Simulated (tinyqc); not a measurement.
RKS/LDA (PW92) in the sto-3g basis, for H2, spin multiplicity 1, step by step. One step of it, computed by the program tinyqc.

Question. Iteration 2: building the Kohn-Sham matrix. J_ij = sum D_kl (ij|kl); F = H + J + V_xc; E = tr D H + tr D J / 2 + E_xc + E_nn.

D after iteration 1:
```
          1H 1s     2H 1s
1H 1s  0.776901  0.776901
2H 1s  0.776901  0.776901
```

core Hamiltonian H = T + V (hartree):
```
           1H 1s      2H 1s
1H 1s  -0.836871  -0.366315
2H 1s  -0.366315  -0.836871
```

Two-electron integrals (ij|kl) in chemists' order, unique and non-zero (hartree):
```
(11|11) 0.774606   (21|11) 0.157516   (21|21) 0.047648   (22|11) 0.362816
(22|21) 0.157516   (22|22) 0.774606
```

nuclear repulsion = 0.37239776 hartree

V_xc (hartree):
```
           1H 1s      2H 1s
1H 1s  -0.408398  -0.104934
2H 1s  -0.104934  -0.408398
```

E_xc = sum of w rho eps_xc = -0.61098289 hartree

Give: Coulomb J; Kohn-Sham matrix F; total energy of this density.

Answer.

Coulomb J (hartree):
```
        1H 1s   2H 1s
1H 1s  1.1284  0.3188
2H 1s  0.3188  1.1284
```

Kohn-Sham matrix F (hartree):
```
         1H 1s    2H 1s
1H 1s  -0.1169  -0.1525
2H 1s  -0.1525  -0.1169
```

total energy of this density = -0.983769 hartree
